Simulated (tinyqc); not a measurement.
Electrons shared among three sets of ellipsoidal valleys: one step. Fermi level and populations. Two cases, with inputs chosen for the exercise.

Problem. Solve n = sum_i N_i F_1/2((EF - dE_i)/kT), energies from the edge of the first set.

F_j(eta) = (1/Gamma(j + 1)) integral_0^infinity x^j dx/(1 + exp(x - eta)), which tends to exp(eta) for eta << 0.

Case 1.

Values chosen (out of a larger set: masses and offsets near those of Ge; mobilities are free inputs, held fixed; not measured data): dE = (0, 0.113, 0.217) eV (edges of L, Gamma, Delta above the first); n = 5.5e+18 1/cm^3 (total electron density).

N_i (1/cm^3): L 1.559413e+19, Gamma 3.444949e+17, Delta 4.437762e+19

kT = 0.03446933 eV

Case 2.

Values chosen (out of a larger set: masses and offsets near those of InP; mobilities are free inputs, held fixed; not measured data): dE = (0, 0.479, 0.892) eV (edges of Gamma, L, X above the first); n = 7.8e+18 1/cm^3 (total electron density).

N_i (1/cm^3): Gamma 5.678152e+17, L 1.697201e+19, X 2.457367e+19

kT = 0.02585200 eV

Give: EF; eta_i; n_i; shares.

Solution.

Case 1.

EF = -0.0319 eV

eta_i: L -0.93, Gamma -4.20, Delta -7.22

n_i (1/cm^3): L 5.46e+18, Gamma 5.12e+15, Delta 3.24e+16

shares: L 0.9932, Gamma 0.0009, Delta 0.0059

L holds most electrons (99.3 %). Boltzmann weights N_i exp(-dE_i/kT) would give Gamma a share of 0.0008.

Case 2.

EF = 0.1761 eV

eta_i: Gamma 6.81, L -11.72, X -27.69

n_i (1/cm^3): Gamma 7.80e+18, L 1.38e+14, X 2.31e+07

shares: Gamma 1.0000, L 0.0000, X 0.0000

Gamma holds most electrons (100.0 %). Boltzmann weights N_i exp(-dE_i/kT) would give L a share of 0.0000.

Computed by tinyqc, one run a case: `OMP_NUM_THREADS=1 python tinyqc.py N N+1 out.jsonl` with N = 1680036, 1680124; one thread of a shared Intel(R) Xeon(R) Processor @ 2.30GHz, about 0.01 s a run at most.
